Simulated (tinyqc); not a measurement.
Peak against initial coverage: adsorption as a lattice gas: isotherms with interactions, competition, desorption peaks and saturation dose. Computed by tinyqc, a small Python program. Command: `OMP_NUM_THREADS=1 python tinyqc.py 3005773 3005774 out.jsonl adsorb walk`. One thread of a shared host (Intel(R) Xeon(R) Processor @ 2.30GHz), about 0.2 s of CPU time with the checks.

One adsorbate per site; a molecule needs 2 empty sites. Gas and surface have the same temperature.

Inputs (values chosen for the exercise, for a model surface):
```
quantity                           value  unit
desorption energy E                 2.37    eV
prefactor nu                     7.2e+14   1/s
pair energy w (positive repels)   -0.014    eV
neighbours z                           3     -
heating rate beta                   0.71   K/s
```

Adsorption: dissociative (second order).

Constants: k_B = 8.617333262e-05 eV/K.

Method. Heating at the rate beta: d theta/dT = -(nu/beta) theta^2 exp(-[E - 2 z w theta]/(k_B T)). Integrated numerically (relative tolerance 1e-9); T_p is the maximum of the rate.

Peak temperatures (K):
```
theta_0   w = 0  with w
0.1      777.13  779.38
0.3      754.95  761.49
0.5      745.06  755.78
0.7      738.68  753.51
0.9      733.98  752.88
```

What does the comparison show, and why?

Without interaction the peak moves down by 43.1 K, the mark of second order; with w it moves by -26.5 K.

Extremes, crossings and ranges named in words are read from the listed rows.
